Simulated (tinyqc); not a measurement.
Temperature and isotope dependence of a band gap in oscillator models, step by step. Values are carried at full precision from step to step, so a last printed digit may differ when a step is redone from the rounded ones.

E(T) = E0 - sum_i sl_i th_i n_i(T), n = 1/(exp(th/T) - 1). The same coupling lowers the gap at 0 K by the zero-point term ZP = sum_i sl_i th_i/2, so the gap of the static lattice is E0 + ZP. Thermal expansion is taken as part of the slopes.

Parameters, chosen for this exercise (near those of AlN; the results hold for these values, not for the real material):
- E0 = 6.122 eV (gap at 0 K)
- th = (371, 947) K (temperatures of two oscillators)
- sl = (0.2618, 0.5082) meV/K (their high-temperature slopes)
- T = 50 K (temperature)
- M = 20.5 u (mean atomic mass)
- dM = 0.8 u (change of the mean mass (not bounded by the natural isotopes))
- T12 = (580, 1430) K (temperatures of the fits)

## The gap at T

Give the occupations, the two terms, the gap, ZP and the static gap.

n_i: 0.00060  0.00000

terms (meV): 0.058  0.000

E(T) = 6.1219 eV
ZP = 289.20 meV
static gap = 6.4112 eV

The thermal fall, 0.1 meV, is smaller than the zero-point term, 289.2 meV; the soft oscillator supplies 100 % of the fall but 17 % of ZP. A calculation with clamped ions should be compared with the static gap.

## Slope and asymptote

dE/dT = -sum sl_i (th_i/T)^2 n_i (1 + n_i). At high T, n -> T/th - 1/2, so E -> E0 + ZP - (sum sl_i) T. Give the slope, its ratio to the limit, and the value at 0 K of the tangent drawn at T.

dE/dT = -0.0086 meV/K
ratio to the limiting slope = 0.0112
intercept of the tangent = 6.1224 eV
intercept - E0 = 0.37 meV

The tangent recovers 0 % of ZP: the extrapolation works only from T well above the higher oscillator (947 K).

## Isotope effect

With M -> M + dM the oscillator temperatures scale as M^(-1/2) and the slopes stay. Give th, ZP, E0 (static gap fixed) and E(T) for the new mass, and the linear rule dE0 = ZP dM/(2 M).

th (K): 363.97  929.05

ZP = 283.714 meV
shift of E0 = 5.483 meV
linear rule = 5.643 meV
shift of E(T) = 5.475 meV

The heavier crystal has the wider gap. At 50 K 100 % of the shift at 0 K is left; it fades at high T, where the motion is classical and the mean-square amplitude no longer depends on mass.

## Two common fits

Two-parameter forms are made to pass through the falls at the two temperatures T12: Varshni aV T^2/(T + bV), from the line T^2/fall = (T + bV)/aV; one oscillator s1 t1/(exp(t1/T) - 1), with t1 from the ratio of the falls.

Give the falls and the parameters.

falls (meV): 225.2920  840.3682

aV = 0.9041 meV/K
bV = 770 K
t1 = 708.2 K
s1 = 0.7605 meV/K
ZP of the one-oscillator fit = 269.3 meV

The limiting slope of the model is 0.7700 meV/K; Varshni puts it +17 % off and one oscillator -1 %. The ZP of the fit differs from the true one by -19.9 meV.

## Checks

- Slope by finite differences against the formula (meV/K): both 0.0086474.
- Fall at 20 times the higher oscillator temperature against the asymptote (meV): 14297 against 14295.

(tinyqc, `OMP_NUM_THREADS=1 python tinyqc.py 1850076 1850077 out.jsonl`, Intel(R) Xeon(R) Processor @ 2.30GHz, 1 thread, shared host, about 0.01 s.)
